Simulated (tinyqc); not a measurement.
What each parameter does: shallow donor in an anisotropic valley (effective-mass theory).

One valley: H = -c [(d2/dx2 + d2/dy2)/mt + (d2/dz2)/ml] - q/(eps r), c = hbar^2/2m0, q = e^2/(4 pi eps0). Trial function exp(-sqrt((x^2 + y^2)/a^2 + z^2/b^2)) with a > b: T = (c/3)(2/(mt a^2) + 1/(ml b^2)), V = -(q/eps) atan(u/b)/u, u = sqrt(a^2 - b^2). The central cell of the impurity is left out.

Constants: hbar^2/2m0 = 3.80998211 eV angstrom^2; e^2/(4 pi eps0) = 14.39964547 eV angstrom.

Parameters, chosen for this exercise (out of a larger set: near those of 3C SiC; not measured data): ml = 0.657 m0 (longitudinal mass); mt = 0.254 m0 (transverse mass); eps = 9.7 (dielectric constant).

The minimum of the trial energy.

One parameter was then changed.

Results before and after:
```
case     E (meV)  a (angstrom)  b (angstrom)    b/a
base      -49.02         16.77         11.98  0.714
changed   -60.94         15.04         10.74  0.714
```

Which of these changes was made? (a) eps = 8.7; (b) ml = 0.821 m0; (c) mt = 0.279 m0.
Answer: (a) eps = 8.7. Of the candidates, run in turn, only this one gives the changed row.

All candidates:
```
case           E (meV)  a (angstrom)  b (angstrom)    b/a
base            -49.02         16.77         11.98  0.714
ml = 0.821 m0   -52.04         16.13         10.65  0.660
mt = 0.279 m0   -52.46         15.53         11.46  0.738
eps = 8.7       -60.94         15.04         10.74  0.714
```

eps only rescales the solution (E as 1/eps^2, lengths as eps), so b/a depends on ml/mt alone.

Run: tinyqc, `OMP_NUM_THREADS=1 python tinyqc.py 1251190 1251191 out.jsonl`; Intel(R) Xeon(R) Processor @ 2.30GHz, one thread, shared host; about 0.01 s of CPU time with all checks.
